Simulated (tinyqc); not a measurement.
Gupta-type many-body potential for a metal: one step, computed by the program tinyqc. Command: `OMP_NUM_THREADS=1 python tinyqc.py 3029774 3029775 out.jsonl gupta walk`. One thread of a shared host (Intel(R) Xeon(R) Processor @ 2.30GHz), about 0.01 s of CPU time with the checks.

E_i = sum_j A exp(-p (r_ij/r0 - 1)) - xi rho_i^gamma, with rho_i = sum_j exp(-2 q (r_ij/r0 - 1)); gamma = 1/2 is the tight-binding second-moment form. The crystal is fcc unless stated; d is the neighbour distance and a fixed number of shells is kept.

Problem. Unrelaxed vacancy. Each neighbour j of the vacancy loses one repulsive term and one density term: E_v = sum_shells count x {-repulsion - xi [(rho - density)^gamma - rho^gamma]}. (The removed atom returns to a bulk-like site, so its own energy cancels.)

Inputs (values chosen for the exercise, for a model metal): hopping xi = 0.831 eV; embedding exponent gamma = 0.6.

Shells:
```
shell  count  r (angstrom)  repulsion (eV)    density
1         12      2.880615    1.160626e-01  0.9712976
2          6      4.073805    3.225952e-03  0.1199671
3         24      4.989371    2.063814e-04  0.0241050
```

density rho = 12.95389

repulsive energy = 1.417061 eV

Give: vacancy energy E_v; ratio E_v/E_c, E_c = xi rho^gamma less the repulsive energy.

Solution.

vacancy energy E_v = 0.9341 eV

ratio E_v/E_c, E_c = xi rho^gamma less the repulsive energy = 0.3817

A pair potential gives E_v = E_c; here the ratio is 0.38, as the remaining bonds of the neighbours strengthen when one is lost.
